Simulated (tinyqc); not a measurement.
# Square on-chip spiral inductor, lumped pi model: two studies

Outer diameter do = di + 2 n wd + 2 (n - 1) sp, mean da = (do + di)/2, fill p = (do - di)/(do + di), length l = 4 n da. L = 2.34 mu0 n^2 da/(1 + 2.75 p), mu0 = 4 pi 1e-7 H/m. Rs = rho l/(wd delta (1 - exp(-th/delta))), delta = sqrt(rho/(pi f mu0)). Cs = n wd^2 eps0 eo/hu across the coil. At each end Cox = l wd eps0 eo/(2 ho) leads to the substrate branch Rsi = 2 rs he/(l wd) in parallel with Csi = l wd eps0 11.7/(2 he). With one end grounded Y = 1/(Rs + i w L) + i w Cs + 1/[1/(i w Cox) + 1/(1/Rsi + i w Csi)], w = 2 pi f; Q = -Im Y/Re Y. Eddy currents in neighbouring turns and in the substrate are left out.

Parameters, values chosen for the exercise; values of the order met in silicon radio-frequency processes:
- n = 1.5 (number of turns)
- wd = 8 um (line width)
- sp = 3 um (space between turns)
- di = 80 um (inner diameter)
- th = 3 um (metal thickness)
- rho = 1.9 uohm cm (metal resistivity)
- ho = 8.2 um (oxide below the coil)
- hu = 1.3 um (oxide between coil and underpass)
- eo = 3 (relative permittivity of the oxide)
- rs = 20 ohm cm (substrate resistivity)
- he = 50 um (effective spreading depth in the substrate)
- f = 3.4 GHz (frequency)

Constants: eps0 = 8.8541878128e-12 F/m. Results are converted to the units shown.

Each table varies one quantity; the others keep the values above.

## Quality factor against frequency

Apparent inductance Im(1/Y)/w; share of the loss Re(substrate branch)/Re Y.

Result of one run:
```
f (GHz),Rs (ohm),w L/Rs,Q,apparent inductance (nH),loss in the substrate (%)
7.9,1.7444,12.600,12.276,0.44527,1.9931
```

What becomes of these results when the frequency f is changed from 7.9 to 1.8 GHz, all else the same?

Result of the changed run:
```
f (GHz),Rs (ohm),w L/Rs,Q,apparent inductance (nH),loss in the substrate (%)
1.8,0.96965,5.1647,5.1592,0.44297,0.059356
```

The whole series:
```
f (GHz),Rs (ohm),w L/Rs,Q,apparent inductance (nH),loss in the substrate (%)
1.8,0.96965,5.1647,5.1592,0.44297,0.059356
3,1.1606,7.1917,7.1652,0.44323,0.25501
4.9,1.4129,9.6490,9.5473,0.44383,0.80126
7.9,1.7444,12.600,12.276,0.44527,1.9931
13,2.2057,16.398,15.426,0.44927,4.5057
21,2.7885,20.953,18.323,0.45985,9.1219
35,3.5942,27.093,19.925,0.49338,17.960
57,4.5854,34.584,17.248,0.60786,31.363
93,5.8570,44.177,6.1876,1.5778,48.813
```

Q goes from 5.16 through a maximum of 19.9 (at f = 35 GHz among the rows listed) to 6.19; the exact peak is 19.9 at 35.0 GHz and Q reaches zero at the self-resonance, 109 GHz. The share of the substrate rises from 0.0594 to 48.8 %, and the apparent inductance ends at 3.56 times L. At the peak the substrate takes 18.0 % of the loss. For f = 57, 93 the coil is longer than 0.15 of a wavelength in the oxide, where one lumped section is rough.

## Effect of the substrate resistivity

Same model as above.

Peak Q and its frequency from a search over f; self-resonance where Im Y = 0; Q at the given f (negative beyond resonance).

The same in every row: L (nH) = 0.4428; do (um) = 107.0.

Effect of the substrate resistivity:
```
rs (ohm cm),peak Q,f of the peak (GHz),self-resonance (GHz),Q at f
0.1,19.80,27.77,79.02,7.753
1,16.22,18.15,97.52,7.750
3,14.99,16.71,107.5,7.745
10,17.33,27.72,109.0,7.732
30,21.27,38.46,109.2,7.735
100,23.96,45.02,109.2,7.751
1000,25.42,48.41,109.2,7.760
10000,25.58,48.79,109.2,7.761
```

As rs goes from 0.1 to 10000, L stays at 0.443 nH, the peak Q goes from 19.8 through a minimum of 15.0 (at rs = 3 among the rows listed) to 25.6, its frequency goes from 27.8 through a minimum of 16.7 (at rs = 3 among the rows listed) to 48.8 GHz and the self-resonance rises from 79.0 to 109 GHz. In this model both a very low and a very high resistivity dissipate little: the first shorts the branch to a pure Cox, the second blocks the current. For rs = 0.1, 1 eddy currents in the substrate, left out, would lower Q markedly.

Computed by the program tinyqc: `OMP_NUM_THREADS=1 python tinyqc.py 2302158 2302159 out.jsonl`, one thread of a shared Intel Xeon 2.30GHz, about 0.01 s for the whole run.
